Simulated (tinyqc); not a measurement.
# Tunnelling through a two-layer gate stack, WKB transmission and Tsu-Esaki current: what changes with what

Electrons leave the emitter at x = 0. Energies E (motion across the layers) are in eV from the emitter Fermi level; the collector Fermi level lies at -V and offers states at every E. No charge in the dielectric and no image force: F1 = V/(t1 + t2 eps1/eps2), F2 = F1 eps1/eps2; U = phi1 - F1 x in layer 1 and phi2 - F1 t1 - F2 (x - t1) in layer 2. With C = hbar^2/(2 m0), kappa = sqrt(m (U - E)/C) where U > E and 0 elsewhere; T(E) = exp(-S), S = 2 times the integral of kappa over x.

Inputs (values chosen for the exercise); layer 1 close to silicon dioxide, layer 2 close to hafnium oxide:
```
symbol,value,unit,meaning
T,400,K,temperature
Ef,2.1,eV,Fermi energy of the emitter above its band bottom
me,0.97,m0,emitter mass in the supply function
phi1,3.13,eV,barrier of layer 1 above the emitter Fermi level at zero bias
m1,0.51,m0,tunnelling mass of layer 1
t1,0.7,nm,thickness of layer 1
eps1,3.96,,relative permittivity of layer 1
phi2,1.53,eV,barrier of layer 2 at zero bias
m2,0.2,m0,tunnelling mass of layer 2
t2,3.4,nm,thickness of layer 2
eps2,22.7,,relative permittivity of layer 2
V,0.9,V,voltage across the dielectric
```

Constants: q = 1.602176634e-19 C, kB = 1.380649e-23 J/K, hbar = 1.054571817e-34 J s, m0 = 9.1093837015e-31 kg, Vt = kB T/q, hbar^2/(2 m0) = 0.0380998212 eV nm^2. Results are converted to the units shown.

Each table varies one quantity; the others keep the values above.

## Effect of the tunnelling mass m1

Each layer adds (2/F) sqrt(m/C) [G(u at its left edge) - G(u at its right edge)] to S, with u = U - E (0 where negative) and G(u) = (2/3) u^1.5. J = J0 times the integral of T(E) N(E) dE, N = ln[(1 + exp(-E/Vt))/(1 + exp((-E - V)/Vt))], J0 = q^2 me m0 kB T/(2 pi^2 hbar^3) (times 1e-4 for A/cm^2 per eV), from E = -Ef to far above the barrier (T = 1 there), by quadrature converged to the digits shown.

Effect of the tunnelling mass m1:
```
m1 (m0)  S at E = 0   T(E = 0)  J (A/cm^2)  mean E of the current (eV)
0.12          18.43   9.888e-9       2.484                     -0.2145
0.15          18.93   6.009e-9       1.483                     -0.2111
0.2           19.66   2.896e-9      0.6966                     -0.2063
0.25          20.30   1.522e-9      0.3582                     -0.2021
0.31          20.99  7.624e-10      0.1753                     -0.1978
0.4           21.92  3.032e-10     0.06764                     -0.1921
0.5           22.83  1.221e-10     0.02646                     -0.1867
0.63          23.88  4.252e-11    0.008917                     -0.1806
```

J falls from 2.48 to 0.00892 A/cm^2. S goes as m1^(0.16): only one of the two layers feels this mass, so the power is below 0.5. In every row a layer is thinner than 0.8 nm, a few atomic planes, where an effective mass is a rough description.

## Current against voltage

Same model as above.

Current against voltage:
```
V (V)  S at E = 0   T(E = 0)  J (A/cm^2)  mean E of the current (eV)
0.2         27.26  1.453e-12    3.390e-4                     -0.1788
0.49        25.59  7.735e-12    0.002022                     -0.2093
0.77        23.81  4.572e-11     0.01063                     -0.1975
1.06        21.72  3.675e-10     0.07163                     -0.1685
1.35        19.21   4.523e-9      0.7086                     -0.1151
1.64        15.49   1.871e-7       18.82                    -0.03640
1.92        12.32   4.482e-6       488.6                    -0.06499
2.21        10.11   4.083e-5        5987                     -0.1109
2.5         8.670   1.717e-4     3.735e4                     -0.1593
```

What does the comparison show?

J rises from 3.39e-4 to 37400 A/cm^2, by 2.67 decades a volt between the first two rows and 2.74 between the last two. From V = 1.64 V on (among the rows) a band edge falls below the emitter Fermi level, so electrons at E = 0 no longer cross the full thickness. In 5 of the 9 rows the field exceeds 10 MV/cm (up to 19.3), more than most dielectrics sustain; the model ignores breakdown. In every row a layer is thinner than 0.8 nm, a few atomic planes, where an effective mass is a rough description.

## Effect of the barrier height

Same model as above.

Effect of the barrier height:
```
phi1 (eV)  S at E = 0   T(E = 0)  J (A/cm^2)  mean E of the current (eV)
1.6             20.17   1.740e-9      0.3374                     -0.1668
1.89            20.78  9.465e-10      0.1891                     -0.1722
2.17            21.32  5.525e-10      0.1130                     -0.1763
2.46            21.83  3.294e-10     0.06871                     -0.1798
2.74            22.30  2.063e-10     0.04373                     -0.1828
3.03            22.76  1.305e-10     0.02808                     -0.1854
3.31            23.18  8.579e-11     0.01868                     -0.1876
3.6             23.59  5.666e-11     0.01248                     -0.1896
```

What does the table show?

J falls from 0.337 to 0.0125 A/cm^2, on average 0.716 decades for each eV, while S rises from 20.2 to 23.6. In every row a layer is thinner than 0.8 nm, a few atomic planes, where an effective mass is a rough description.

Computed by the program tinyqc: `OMP_NUM_THREADS=1 python tinyqc.py 2540120 2540121 out.jsonl`, one thread of a shared Intel Xeon 2.30GHz, about 0.06 s for the whole run.
